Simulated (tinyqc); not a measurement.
From results back to parameters: direct gap of a germanium-like layer under biaxial tension. Two cases, with inputs chosen for the exercise.

Problem. A (001) layer under biaxial tension e_par has ezz = -2 (C12/C11) e_par, Ec = Eg + ac tr(e), E(HH) = -P - Q and E(LH) = -P + (Q - Dso + sqrt(Dso^2 + 2 Dso Q + 9 Q^2))/2 with P = -av tr(e), Q = -b (e_par - ezz). The transition from the light-hole edge is given.

Case 1.

Values chosen (near those of Ge, gaps at low temperature; the results hold for these values, not for the real material): Eg = 0.882 eV (gap at Gamma to the s-like level); Dso = 0.295 eV (spin-orbit splitting); ac = -8.17 eV (conduction deformation potential); av = 1.22 eV (valence hydrostatic potential); b = -2.58 eV (tetragonal shear potential); C11 = 128.1 GPa; C12 = 48.9 GPa.

Ec - E(LH) = 0.862409 eV

Case 2.

Values chosen (near those of Ge, gaps at low temperature; the results hold for these values, not for the real material): Eg = 0.893 eV (gap at Gamma to the s-like level); Dso = 0.288 eV (spin-orbit splitting); ac = -8.22 eV (conduction deformation potential); av = 1.23 eV (valence hydrostatic potential); b = -2.53 eV (tetragonal shear potential); C11 = 129.4 GPa; C12 = 48.6 GPa.

Ec - E(LH) = 0.717428 eV

Find: e_par; Ec - E(HH).

Solution. Ec - E(LH) falls steadily with tension, so bisection between 0 and 4 % gives the only root; then Ec - E(HH) = Eg + (ac - av) tr(e) + Q.

Case 1.

e_par = 0.120 %
Ec - E(HH) = 0.8735 eV

Case 2.

e_par = 1.010 %
Ec - E(HH) = 0.8186 eV

Computed by tinyqc, one run a case: `OMP_NUM_THREADS=1 python tinyqc.py N N+1 out.jsonl` with N = 1081159, 1081188; one thread of a shared Intel(R) Xeon(R) Processor @ 2.30GHz, about 0.01 s a run at most.
